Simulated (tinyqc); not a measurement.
Coverage against grain size: equilibrium and kinetic segregation of a solute to boundaries and growing surfaces. Computed by tinyqc, a small Python program. Command: `OMP_NUM_THREADS=1 python tinyqc.py 3030374 3030375 out.jsonl segreg walk`. One thread of a shared host (Intel(R) Xeon(R) Processor @ 2.30GHz), about 0.01 s of CPU time with the checks.

Inputs (values chosen for the exercise, for a model alloy):

| quantity | value | unit |
|---|---|---|
| segregation energy Q | 0.632 | eV |
| interaction z w (positive attracts) | -0.37 | eV |
| total solute fraction x0 | 0.0067 | - |
| temperature T | 825 | K |
| boundary thickness delta | 0.69 | nm |

Isotherm: Fowler-Guggenheim.

Constants: k_B = 8.617333262e-05 eV/K.

Method. With theta the solute fraction on boundary sites and x that in the grains, theta/(1 - theta) = [x/(1 - x)] exp[(Q + z w theta)/(k_B T)]. Finite grains: boundary sites are the fraction f = 3 delta/d, and x0 = (1 - f) x + f theta; solve both equations for theta; share at boundaries = f theta/x0.

At T:

| d (nm) | theta | x in the grains | share at boundaries (%) |
|---|---|---|---|
| 15 | 0.04849 | 9.0388e-06 | 99.884 |
| 30 | 0.09677 | 2.4428e-05 | 99.661 |
| 60 | 0.19172 | 8.8642e-05 | 98.723 |
| 120 | 0.35974 | 5.0320e-04 | 92.619 |
| 250 | 0.52625 | 2.3622e-03 | 65.035 |
| 500 | 0.59044 | 4.2733e-03 | 36.484 |
| 1000 | 0.61620 | 5.4357e-03 | 19.038 |
| 5000 | 0.63421 | 6.4401e-03 | 3.919 |

From the largest grains to the smallest the share at boundaries rises from 3.9 to 100 %, and x/x0 falls to 0.0013. In the dilute limit x/x0 = 1/(1 - f + f exp(Q/(k_B T))), which gives 1.0e-3 at 15 nm.

Extremes, crossings and ranges named in words are read from the listed rows.
